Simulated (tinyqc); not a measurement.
What moves the count of states: density of states of one tight-binding band of a chain.

E(k) = -2 t cos(2 pi k) - 2 t2 cos(4 pi k); k in fractions of the reciprocal vectors, mesh k_i = j/N with j = 0 .. N-1. Densities are per cell and per spin, so the band holds one state.

Each interval of the mesh is a segment with E linear in k: n = (E - e1)/(e2 - e1), g = 1/(e2 - e1) between its end values.

Gaussian broadening: g(E) = mean over the mesh of exp(-(E - E_k)^2/(2 sigma^2))/(sigma sqrt(2 pi)), n(E) = mean of erfc((E_k - E)/(sigma sqrt 2))/2.

Parameters, chosen for this exercise:
```
symbol  value  unit  meaning
t       1.13   eV    nearest hopping
t2      0.06   eV    second hopping
E       1.5    eV    energy at which the density is wanted
sigma   0.113  eV    Gaussian width
```

Linear method and Gaussian sum with N = 400.

One parameter was then changed.

Results before and after:
```
case,n linear,g linear (1/eV),n Gaussian,g Gaussian (1/eV)
base,0.7279,0.2166,0.7289,0.2196
changed,0.7535,0.2366,0.7549,0.2420
```

Which of these changes was made? (a) sigma = 0.226 eV; (b) t = 1.243 eV; (c) E = 1.613 eV; (d) t2 = 0.116 eV.
Answer: (c) E = 1.613 eV. Of the candidates, run in turn, only this one gives the changed row.

All candidates:
```
case,n linear,g linear (1/eV),n Gaussian,g Gaussian (1/eV)
base,0.7279,0.2166,0.7289,0.2196
t = 1.243 eV,0.7003,0.1798,0.7009,0.1798
E = 1.613 eV,0.7535,0.2366,0.7549,0.2420
sigma = 0.226 eV,0.7279,0.2166,0.7327,0.2316
t2 = 0.116 eV,0.7240,0.2501,0.7257,0.2570
```

(tinyqc, `OMP_NUM_THREADS=1 python tinyqc.py 1650606 1650607 out.jsonl`, Intel(R) Xeon(R) Processor @ 2.30GHz, 1 thread, shared host, about 0.01 s.)
